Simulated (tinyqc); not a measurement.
Changing the Stoner parameter I: Stoner model of a band magnet at zero temperature. Computed by tinyqc, a small Python program. Command: `OMP_NUM_THREADS=1 python tinyqc.py 3005440 3005441 out.jsonl stoner sweep`. One thread of a shared host (Intel(R) Xeon(R) Processor @ 2.30GHz), about 0.03 s of CPU time with the checks.

Five orbitals per spin share one band; u = (E - E_bottom)/W runs from 0 to 1, and the states per spin, atom and energy are g = 5 d(u)/W with d = (3/2) sqrt(u). N(u) is the integral of d from 0. The moment m = n_up - n_down (electrons per atom) moves the fillings to n +/- m/10; the energy is E(m) = E_band(m) - I m^2/4.

Inputs (values chosen for the exercise, for a model d band):

| quantity | value | unit |
|---|---|---|
| band width W | 5 | eV |
| filling n per spin orbital | 0.17 | - |
| start moment m0 | 0.12 | mu_B |
| largest number of steps | 600 | - |

Density of states: free-electron (square root).

Method. Solve N(u_F) = n; g_F = 5 d(u_F)/W; the Stoner product is I g_F. Split the bands by Delta = I m, find the common Fermi level that keeps 10 n electrons, and read m(out) = 5 [N(u + Delta/(2W)) - N(u - Delta/(2W))], N clipped to 0 and 1. Start from m0 (at most 0.9 m_max, m_max = 10 min(n, 1 - n)); stop when m changes by less than 1e-8; moments under 1e-5 count as 0.

One run for each value:

| Stoner parameter I (eV) | moment m (mu_B) | Stoner product I g_F |
|---|---|---|
| 0.375 | 0 | 0.3116 |
| 0.462 | 0 | 0.3839 |
| 0.549 | 0 | 0.4562 |
| 0.637 | 0 | 0.5293 |
| 0.724 | 0 | 0.6016 |
| 0.811 | 0 | 0.6739 |
| 0.898 | 0 | 0.7462 |
| 0.985 | 0 | 0.8185 |
| 1.070 | 0 | 0.8891 |
| 1.160 | 0 | 0.9639 |

What does the table show?

Over the rows, moment m (mu_B) does not change; Stoner product I g_F rises from 0.312 to 0.964 (exponent d ln y / d ln x about 1.0 throughout).

Extremes, crossings and ranges named in words are read from the listed rows.
